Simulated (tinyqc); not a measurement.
Shift against diffusion length: interdiffusion of a quantum well during annealing: blurred potential and shift of the confined levels. Computed by tinyqc, a small Python program. Command: `OMP_NUM_THREADS=1 python tinyqc.py 3008053 3008054 out.jsonl qwi walk`. One thread of a shared host (Intel(R) Xeon(R) Processor @ 2.30GHz), about 0.06 s of CPU time with the checks.

A square well of width w is blurred by Fick diffusion with a constant coefficient; band offsets are linear in composition, masses are uniform, and strain and excitons are ignored.

Inputs (values chosen for the exercise, modelled on InGaAs in InP):

| quantity | value | unit |
|---|---|---|
| well width w | 10 | nm |
| electron mass m_e | 0.0409 | m_0 |
| hole mass m_h | 0.399 | m_0 |
| conduction offset V_c | 0.19 | eV |
| valence offset V_v | 0.39 | eV |

Constants: hbar^2/(2 m_0) = 3.80998212 eV angstrom^2.

Method:
- Square well, ground state: take the lowest root of k tan(k w/2) = kappa, k^2 = E/c, kappa^2 = (V - E)/c, c = hbar^2/(2m) with hbar^2/(2 m_0) in eV angstrom^2.
- With L = sqrt(D t) and the share at the centre erf(w/(4L)). After the anneal: V(z) = V {1 - (1/2)[erf((w/2 - z)/(2L)) + erf((w/2 + z)/(2L))]}, energies counted from the original well bottom. Finite differences on 3000 points over |z| < w/2 + 6L + 25 nm; shifts are taken against the same grid with cell-averaged square steps.
- First-order estimate for small L: the shift is 2 L^2 V |d(psi^2)/dz| at an edge, with psi the normalised square-well state: psi^2 = cos^2(k z)/(w/2 + 1/kappa) inside, so |d(psi^2)/dz| = k sin(k w)/(w/2 + 1/kappa).

electron level before the anneal = 43.0404 meV

hole level before the anneal = 7.79867 meV

Shifts (meV):

| L/w | L (nm) | share at the centre | electron | hole | sum | first-order sum |
|---|---|---|---|---|---|---|
| 0.02 | 0.2 | 1 | 0.345 | 0.377 | 0.723 | 0.81774 |
| 0.04 | 0.4 | 1 | 1.322 | 1.355 | 2.677 | 3.2710 |
| 0.07 | 0.7 | 1.00000 | 3.828 | 3.962 | 7.79 | 10.017 |
| 0.1 | 1 | 0.99959 | 7.451 | 8.543 | 15.994 | 20.444 |
| 0.15 | 1.5 | 0.98158 | 15.556 | 23.513 | 39.069 | 45.998 |
| 0.2 | 2 | 0.92290 | 25.28 | 48.443 | 73.724 | 81.774 |
| 0.3 | 3 | 0.76141 | 44.776 | 106.748 | 151.524 | 183.99 |
| 0.45 | 4.5 | 0.56794 | 67.297 | 174.9 | 242.197 | 413.98 |
| 0.7 | 7 | 0.38649 | 89.781 | 239.511 | 329.292 | 1001.7 |
| 1 | 10 | 0.27633 | 104.443 | 279.314 | 383.756 | 2044.4 |

The sum grows as L^1.89 between the first rows (L^2, linear in time, in first order) and as L^0.43 between the last, as it bends towards the limit V_c + V_v less the original levels, 529.2 meV. The first-order form is off by +13 % in the first row and +28 % at L/w = 0.1; it needs L well below the decay length 1/kappa. At L/w = 0.2 the electron level has moved by the larger share of its offset (12.4 % for the hole, 13.3 % for the electron). Caution: the well mass is used in the barriers too; a heavier barrier mass would lower these levels.
